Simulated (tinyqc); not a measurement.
Inside a calculation. Model: metal gate on a two-layer dielectric stack with fixed charge and a dipole.

Numbers from tinyqc (`OMP_NUM_THREADS=1 python tinyqc.py 2010052 2010053 out.jsonl`; about 0.01 s on one thread of a shared Intel Xeon 2.30GHz). Printed values are rounded.

Gate, layer 2, layer 1, p-type semiconductor; x runs from the gate inwards. Charges are counted in units of +q. psi is the band bending at the surface, positive towards inversion. Classical charge, Boltzmann statistics, no interface traps.

Inputs (values chosen for the exercise); band and dielectric values close to those of silicon, layer 1 close to silicon dioxide, layer 2 close to hafnium oxide:
- T = 250 K (temperature)
- Eg = 1.11 eV (band gap)
- eps_r = 11.8 (relative permittivity)
- Nc = 2.17e19 cm^-3 (conduction-band density of states at T)
- Nv = 2.05e19 cm^-3 (valence-band density of states at T)
- chi = 4.09 eV (electron affinity)
- Na = 1.1e16 cm^-3 (acceptor density)
- pM = 4.85 eV (work function of the gate metal)
- t1 = 0.8 nm (thickness of layer 1, next to the semiconductor)
- e1 = 3.99 (relative permittivity of layer 1)
- t2 = 2.8 nm (thickness of layer 2, next to the gate)
- e2 = 22.6 (relative permittivity of layer 2)
- Q1 = 5.4e10 cm^-2 (fixed charge at the semiconductor interface)
- Q2 = 1.6e12 cm^-2 (fixed charge between the layers)
- r1 = 7.4e18 cm^-3 (uniform charge density in layer 1)
- r2 = 2.2e18 cm^-3 (uniform charge density in layer 2)
- Vd = 0.42 V (flat-band shift by a dipole layer between the layers)
- ps = 0.822 V (band bending psi of the working point)

Constants: q = 1.602176634e-19 C, kB = 1.380649e-23 J/K, Vt = kB T/q, eps0 = 8.8541878128e-14 F/cm where lengths are in cm. Results are converted to the units shown.

## Equivalent thickness and work-function difference

EOT = 3.9 (t1/e1 + t2/e2), Cox = eps0/(t1/e1 + t2/e2); phi_ms = pM - (chi + Eg - Vt ln(Nv/Na)).

EOT = 1.26514 nm
Cox = 2.72945 uF/cm^2
share of layer 1 in the EOT = 61.8077 %
phi_ms = -0.187773 V

## Flat-band voltage, term by term

EOT = 3.9 (t1/e1 + t2/e2), Cox = eps0/(t1/e1 + t2/e2); phi_ms = pM - (chi + Eg - Vt ln(Nv/Na)). Vfb = phi_ms + Vd - (q/eps0) [Q1 (t1/e1 + t2/e2) + Q2 t2/e2 + r1 (t1^2/(2 e1) + t1 t2/e2) + r2 t2^2/(2 e2)]: each charge counts with its electrical distance from the gate.

terms (V): phi_ms -0.187773, dipole 0.420000, Q1 -0.003170, Q2 -0.035870, r1 -0.024011, r2 -0.006905
Vfb = 0.162272 V

Apart from phi_ms the largest term is that of dipole, 420 mV; all charges and the dipole together move Vfb by 350 mV.

## Threshold voltage

ni = sqrt(Nc Nv) exp(-Eg/(2 Vt)), Eg in volts, pB = Vt ln(Na/ni), Vth = Vfb + 2 pB + sqrt(4 q eps0 eps_r Na pB)/Cox.

ni = 1.36710e8 cm^-3
pB = 0.392160 V
depletion charge = 0.0537438 uC/cm^2
Vth = 0.966282 V

## Charge in the semiconductor

ni = sqrt(Nc Nv) exp(-Eg/(2 Vt)), Eg in volts. Qs = -sign(psi) sqrt(2 q eps0 eps_r Na Vt [exp(-u) + u - 1 + (ni/Na)^2 (exp(u) - u - 1)]), u = psi/Vt.

Qs = -0.0583433 uC/cm^2

The surface is in strong inversion: psi exceeds 2 Vt ln(Na/ni) = 0.784 V.

## Fields and voltage drops

Gauss: D = -Qs just inside the semiconductor; going towards the gate subtract q Q1, then q r1 t1, q Q2 and q r2 t2. Field = D/(eps0 e); the drop over a layer is its mean field times its thickness; Vg = phi_ms + Vd + psi + both drops.

```
place                        D (uC/cm^2)  field (MV/cm)
layer 2, gate side             -0.400200      -0.199995
layer 2, inner side            -0.301506      -0.150674
layer 1, outer side            -0.045157      -0.127822
layer 1, semiconductor side     0.049692       0.140657
semiconductor surface           0.058343       0.055842
```

drop over layer 2 = -0.0490937 V
drop over layer 1 = 5.13395e-4 V
Vg = 1.00565 V

The same Vg follows from Vfb + psi - Qs/Cox. The largest field, 0.200 MV/cm in size, is at: layer 2, gate side.
